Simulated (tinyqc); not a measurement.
Leakage through a gate insulator: direct, Fowler-Nordheim, trap-assisted and Poole-Frenkel currents: one step, computed by the program tinyqc.

Electrons enter from the cathode Fermi level at x = 0; the conduction band of the insulator lies phi_b - e F x above it, F = V/t. WKB exponents use a parabolic band with mass m.

Task: Field and tunnelling without traps. For a level a distance phi(x) below the band, the WKB exponent is 2 int kappa dx with kappa = sqrt(m phi/(hbar^2/2m_0)); for a linear barrier from phi_1 down to phi_2 = max(phi_1 - e F d, 0) it is G = (4/3) sqrt(m/(hbar^2/2m_0)) (phi_1^(3/2) - phi_2^(3/2))/(e F). J_tun = e^3 F^2/(16 pi^2 hbar m phi_b) x exp(-G) / [1 - sqrt(phi_2/phi_b)]^2 with the free-electron mass in the cathode (m in m_0), phi_2 = max(phi_b - e V, 0): direct tunnelling for e V < phi_b, Fowler-Nordheim above. Image forces, back-flow and the limit on supply are left out, so J_tun is overstated below about 0.5 V. Equivalent oxide thickness = 3.9 t/eps_ox.

Inputs (values chosen for the exercise, with an insulator like HfO2):
```
quantity                        value  unit
thickness t                       5.2    nm
barrier phi_b                    1.48    eV
tunnelling mass m                0.19   m_0
static constant eps_ox           21.6     -
voltage across the insulator V      2     V
```

Constants: hbar^2/(2 m_0) = 3.80998212 eV angstrom^2; e = 1.602176634e-19 C; hbar = 1.054571817e-34 J s.

Give: field F; equivalent oxide thickness; WKB exponent G; tunnelling current J_tun.

Result:

field F = 3.846 MV/cm

equivalent oxide thickness = 0.9389 nm

WKB exponent G = 13.94

tunnelling current J_tun = 71.70 A/cm^2

The barrier is a triangle 3.85 nm long: Fowler-Nordheim tunnelling.
